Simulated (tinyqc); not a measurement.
# Oxide trap near a transistor channel: two-state multiphonon kinetics, telegraph noise and bias instability, step by step

A worked calculation. Computed by tinyqc, a small Python program that keeps every step. Command: `OMP_NUM_THREADS=1 python tinyqc.py 3026056 3026057 out.jsonl oxidetrap walk`. One thread of a shared host (Intel(R) Xeon(R) Processor @ 2.30GHz), about 0.01 s of CPU time with the checks. Intermediate numbers are printed to about 7 digits and carried at full precision; extremes and crossings named in words are read from the listed rows.

An n-channel device under positive gate bias. The trap is empty (state 1) or holds an electron (state 2); both states are parabolas of equal curvature, and the electron reservoir is taken at the Fermi level of the channel.

Inputs (values chosen for the exercise, with an insulator like Al2O3 on silicon):
```
quantity                                value         unit
insulator constant eps_ox                9.26            -
insulator thickness t_ox                  3.2           nm
trap depth x from the interface           1.1           nm
tunnel barrier phi_b                     2.31           eV
tunnelling mass m_ox                     0.38          m_0
trap level above E_F at zero field E_t   0.23           eV
relaxation energy E_R                     2.2           eV
oxide field F                             1.7        MV/cm
attempt rate k_0 at the interface       1e+12          1/s
temperature T                             200            K
channel width W                            20           nm
channel length L                           40           nm
frequency f                                30           Hz
stress time t_s                          0.01            s
trap density N_t                        4e+18  cm^-3 eV^-1
mean capture barrier mu_c                 1.3           eV
spread of the barriers s_c               0.31           eV
saturation shift dV_max                   230           mV
```

Parts treated: one trap and an ensemble.

Constants: hbar^2/(2 m_0) = 3.80998212 eV angstrom^2; k_B = 8.617333262e-05 eV/K; e = 1.602176634e-19 C; eps_0 = 8.8541878128e-12 F/m.

## Tunnelling factor

kappa = sqrt(2 m_ox phi_b)/hbar = sqrt(m_ox phi_b/(hbar^2/2m_0)); attenuation length lambda = 1/(2 kappa); factor exp(-x/lambda) for a rectangular barrier.

kappa = 4.799946 1/nm

attenuation length lambda = 0.1041678 nm

tunnelling factor = 2.593595e-05

## Barriers and time constants

E_21 = E_t - e F x is the energy of state 2 over state 1; barriers E_c = (E_R + E_21)^2/(4 E_R), E_e = E_c - E_21; tau_c = exp(E_c/k_B T)/(k_0 P), tau_e = exp(E_e/k_B T)/(k_0 P), P the tunnelling factor; occupation f_2 = tau_e/(tau_c + tau_e); 1/tau_0 = 1/tau_c + 1/tau_e.

E_21 = 0.043 eV

capture barrier E_c = 0.5717101 eV

emission barrier E_e = 0.5287101 eV

capture time tau_c = 9830115 s

emission time tau_e = 810972.8 s

occupation f_2 = 0.07621146

tau_0 = 749167.4 s

The two times are within a factor 30 of each other, so the trap switches between both states, though too slowly to see in a usual record. Caution: at this temperature nuclear tunnelling through such barriers shortens the times below these classical values.

## Step height and noise

Charge-sheet step dV = e (t_ox - x)/(eps_ox eps_0 W L); Lorentzian spectrum S(f) = 4 dV^2 tau_0^2/((tau_c + tau_e)(1 + (2 pi f tau_0)^2)); corner 1/(2 pi tau_0); variance dV^2 f_2 (1 - f_2) = dV^2 tau_0/(tau_c + tau_e).

threshold step dV = 5.129558 mV

corner frequency = 2.124424e-07 Hz

S(f) = 2.783759e-16 V^2/Hz

root-mean-square noise = 1.361057 mV

f lies above the corner, on the 1/f^2 tail. Random dopants and current percolation, left out here, spread real steps around this value.

## Stress and recovery of one trap

From the zero-field occupation f(0), f(t) = f_2 + (f(0) - f_2) exp(-t/tau_0) under the field; after t_s the field is removed and f relaxes with the zero-field constants.

occupation at zero field = 1.600495e-06

tau_0 at zero field = 5001.432 s

occupation after stress = 1.601513e-06

half-time of recovery = 3466.728 s

## Bias dependence of the times

The formulas are those given above.

Against field:
```
F (MV/cm)  E_21 (eV)     tau_c (s)     tau_e (s)           f_2
0.00          0.2300  3.124928e+09  5.001440e+03  1.600495e-06
0.51          0.1739  5.286003e+08  2.193008e+04  4.148536e-05
1.02          0.1178  9.320495e+07  1.002327e+05  1.074246e-03
1.36          0.0804  2.999117e+07  2.824897e+05  9.331203e-03
1.70          0.0430  9.830115e+06  8.109728e+05  7.621146e-02
2.04          0.0056  3.281969e+06  2.371487e+06  4.194756e-01
2.55         -0.0505  6.554182e+05  1.227616e+07  9.493165e-01
```

ln(tau_c/tau_e) falls by e x/k_B T = 6.382 per MV/cm, which measures the depth x if the change of surface potential with bias is left aside. Over these rows tau_c shortens by 3.68 decades and tau_e lengthens by 3.39; the two share the shift almost equally, as the first and last E_21 average to little against E_R. The times cross at F = E_t/(e x) = 2.09 MV/cm.

## Many traps: 1/f noise

McWhorter number fluctuations for traps uniform in depth and energy: S_V = e^2 k_B T N_t lambda/(W L C_ox^2 f), C_ox = eps_ox eps_0/t_ox. The number of traps within k_B T in energy and one decade in time is N_t k_B T lambda ln(10) W L.

C_ox = 2.562181 microF/cm^2

1/f noise S_V(f) = 1.170002e-08 V^2/Hz

active traps per decade = 0.01322825

With less than one active trap per decade a single device shows separate Lorentzians; 1/f is only the average over many devices. Caution: N_t k_B T lambda ln(10) W L, the number of active traps per decade, is below one, so S_V is only the mean over many devices.

## Many traps: shift under stress

For a normal spread of capture barriers (given for the stress field, with depth and field not resolved, k_0 being taken as the effective rate of the ensemble), traps with barrier below k_B T ln(k_0 t) are filled: dV(t) = (dV_max/2) erfc((mu_c - k_B T ln(k_0 t))/(sqrt(2) s_c)); local exponent n = d ln dV/d ln t (central difference, factor 1.01 in t).

filling front k_B T ln(k_0 t_s) = 0.3968429 eV

shift after t_s = 0.4111304 mV

local time exponent n = 0.1780585

## Power law or saturation

The extrapolation continues the power law fitted through 10 s and 1000 s.

Against stress time:
```
t (s)     shift (mV)  local exponent  power law (mV)  shift at T + 50 K (mV)
1.00e-03     0.27078       0.1846681         0.32419                 0.67828
1.00e-01     0.61482       0.1714791         0.65270                 1.72034
1.00e+01     1.31408       0.1584210         1.31408                 3.97590
1.00e+03     2.64565       0.1455167         2.64565                 8.38657
1.00e+05     5.02122       0.1327936         5.32650                16.17848
1.00e+07     8.99186       0.1202850        10.72388                28.61431
3.00e+08    13.32915       0.1112074        17.98075                41.31014
```

The exponent falls from 0.185 to 0.111 as the front climbs the distribution, so the power law overstates the shift at 3e8 s (about ten years) by a factor 1.35. Heating by 50 K raises the shift at 1000 s by a factor 3.17: time and temperature enter only through T ln(k_0 t).

Checks made by the program: detailed balance tau_c/tau_e = exp(E_21/k_B T) (relative difference below 1e-10); the integral of S(f) against the variance (relative difference below 1e-10).
